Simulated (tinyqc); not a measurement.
Kinetics of strain relaxation and threading dislocations in mismatched semiconductor layers. Changing the anneal time t. Computed by tinyqc, a small Python program. Command: `OMP_NUM_THREADS=1 python tinyqc.py 3005768 3005769 out.jsonl threading sweep`. One thread of a shared host (Intel(R) Xeon(R) Processor @ 2.30GHz), about 0.01 s of CPU time with the checks.

60-degree dislocations on {111} planes of a (001) layer, isotropic elasticity. The Schmid factor is 1/sqrt(6), and a misfit segment relieves strain with b/2.

Inputs (values chosen for the exercise, modelled on Si(0.8)Ge(0.2) on Si):
```
quantity,value,unit
misfit f,0.00804,-
shear modulus G,63.8,GPa
Poisson ratio nu,0.27,-
Burgers vector b,3.88,angstrom
glide activation energy Q,2.17,eV
velocity prefactor v0,36000,m/s per MPa
layer thickness h,150,nm
anneal temperature T,882,K
initial thread density rho_0,5.7e+06,1/cm^2
multiplication constant delta,15000,1/m
```

Sources: fixed density of threads.

Constants: k_B = 8.617333262e-05 eV/K.

Method:
- Excess resolved stress tau = (1/sqrt 6) [2 G (1 + nu)/(1 - nu)] (e - e_eq), e_eq = b (1 - nu/4) [ln(h/b) + 1]/(4 pi (1 + nu) h), the Matthews-Blakeslee strain of an uncapped layer; glide velocity v = v0 tau exp(-Q/(k_B T)), tau in MPa.
- Threads run in two directions, so de/dt = -(b/4) rho v, with rho fixed. With x = e - e_eq, x0 = f - e_eq (fully strained at t = 0) and v = m S x (m the mobility, S x = tau): x = x0 exp(-t/t_r), t_r = 4/(b rho_0 m S).
- The half time is that at which x = x0/2.

One run for each value:
```
anneal time t (s),share of the excess strain relieved (%),strain left e,thread density (1/cm^2)
4.8,3.392,0.0078029,5.70e+06
8.5,5.929,0.0076257,5.70e+06
15.0,10.224,0.0073255,5.70e+06
26.0,17.051,0.0068484,5.70e+06
46.0,28.162,0.0060719,5.70e+06
81.0,44.145,0.0049549,5.70e+06
140.0,63.456,0.0036054,5.70e+06
250.0,83.430,0.0022095,5.70e+06
440.0,95.773,0.0013469,5.70e+06
770.0,99.606,0.0010791,5.70e+06
```

What does the table show, and why?

Over the rows, share of the excess strain relieved (%) rises from 3.39 to 99.6 (exponent d ln y / d ln x 0.98 between the first rows and 0.070 between the last); strain left e falls from 0.00780 to 0.00108 (exponent d ln y / d ln x -0.040 between the first rows and -0.40 between the last); thread density (1/cm^2) does not change. The excess strain decays exponentially.

Caution (rows 8.50, 15.0, 26.0, 46.0, 81.0, 140, 250, 440, 770): blocking of threads by crossing misfit lines, left out here, leaves real layers with more strain.

Extremes, crossings and ranges named in words are read from the listed rows.
